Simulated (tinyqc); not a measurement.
Surface photovoltage measurement of the minority-carrier diffusion length in a wafer. From one set of inputs to another, one input at a time. Computed by tinyqc, a small Python program. Command: `OMP_NUM_THREADS=1 python tinyqc.py 3130020 3130021 out.jsonl spv ladder`. One thread of a shared host (Intel(R) Xeon(R) Processor @ 2.30GHz), about 0.03 s of CPU time with the checks.

Low injection, steady light, a depletion layer much thinner than 1/alpha and L. The excess density dn is taken at the front edge of the neutral region; light that reaches the back is lost.

The inputs printed are set A. Inputs not listed in the table keep their values of set A, so the rows need not describe a real material.

Inputs (values chosen for the exercise, modelled on p-type silicon at room temperature):
```
quantity                                              value               unit
diffusion length L                                       47         micrometre
wafer thickness W                                       775         micrometre
diffusivity D                                          32.1             cm^2/s
front recombination velocity S_f                       8700               cm/s
back recombination velocity S_b                         200               cm/s
photon flux entering                                  1e+12         1/(cm^2 s)
minority density at the surface barrier scale n_0   2.8e+10             1/cm^3
temperature T                                           298                  K
wavelength                                              832                 nm
relative noise of each reading                            0                  %
diffusion length after pair splitting over L           0.95                  -
iron factor C                                      1.06e+16  micrometre^2/cm^3
```

normal deviates g for the noise: -0.95  1.27  0.53  -0.48  -0.18  0.76  -0.27

Constants: k_B = 8.617333262e-05 eV/K.

Method:
- alpha = (84.732/lambda - 76.417)^2 per cm with lambda in micrometre (an empirical fit for silicon between 0.7 and 1.05 micrometre).
- Thick wafer: dn = Phi L/((S_f + D/L)(L + 1/alpha)). Finite wafer, with s = S_b L/D, w = W/L, a = alpha L: dn = [Phi a/(a^2 - 1)] [a - B - exp(-alpha W)(a - s)/(cosh w + s sinh w)]/(S_f + B D/L), B = (sinh w + s cosh w)/(cosh w + s sinh w).
- Photovoltage V = (k_B T/e) ln(1 + dn/n_0). Lifetime = L^2/D.
- Readings y = (Phi/dn) (1 + noise x g) at 780, 830, 880, 920, 950, 975 and 995 nm; a least-squares line y = c (1/alpha + L_app) gives L_app = intercept/slope.
- Splitting iron-boron pairs in boron-doped silicon shortens L; with nothing else changing, [Fe] = C (1/L_after^2 - 1/L^2). It is evaluated with the true lengths and with the apparent ones (without noise), which differ when the wafer is not thick against L.

Each row keeps all changes above it; columns: (1) input moved; (2) from; (3) to; (4) dn, finite wafer (1/cm^3); (5) apparent length L_app (micrometre); (6) [Fe] from the apparent lengths (1/cm^3):
```
(1)                                        (2)      (3)        (4)    (5)        (6)
set A                                        -        -  4.845e+07  47.00  5.184e+11
wavelength (nm)                            832      861  4.472e+07  47.00  5.184e+11
diffusivity D (cm^2/s)                    32.1     30.5  4.572e+07  47.00  5.184e+11
front recombination velocity S_f (cm/s)   8700    88000  7.350e+06  47.00  5.184e+11
back recombination velocity S_b (cm/s)     200      660  7.350e+06  47.00  5.184e+11
diffusion length L (micrometre)             47       77  8.573e+06  77.00  1.931e+11
photon flux entering (1/(cm^2 s))        1e+12  4.4e+12  3.772e+07  77.00  1.931e+11
```

Where does the difference come from?

dn, finite wafer goes from 4.84e7 to 3.77e7, a factor 0.779 in all. The largest single move comes from front recombination velocity S_f (a factor 0.161), and photon flux entering works against it (a factor 4.40). Apparent length L_app goes from 47.0 to 77.0, a factor 1.64 in all. The largest single move comes from diffusion length L (a factor 1.64). [Fe] from the apparent lengths goes from 5.18e11 to 1.93e11, a factor 0.373 in all. The largest single move comes from diffusion length L (a factor 0.373). The single moves hold for this order of the switches; the total does not depend on the order.

Extremes, crossings and ranges named in words are read from the listed rows.
